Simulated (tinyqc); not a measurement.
## Polarisation and half-bias from two TMR values

Inverse problem. A tunnel junction has TMR = TMR0/(1 + (V/Vh)^2), TMR0 = 2 P1 P2/(1 - P1 P2). Find TMR0, Vh and P2.

Parameters, values chosen for the exercise:
- P1 = 0.52 (spin polarisation of the reference layer)

TMR at 0.1 and 0.5 V (%): [114.50687, 75.185582]

Answer. 1/TMR is linear in V^2, and P1 P2 = TMR0/(2 + TMR0).

TMR0 = 117 %
Vh = 0.670 V
P2 = 0.710

Program tinyqc, `OMP_NUM_THREADS=1 python tinyqc.py 2450112 2450113 out.jsonl`; Intel Xeon 2.30GHz, shared host, one thread, about 0.01 s.
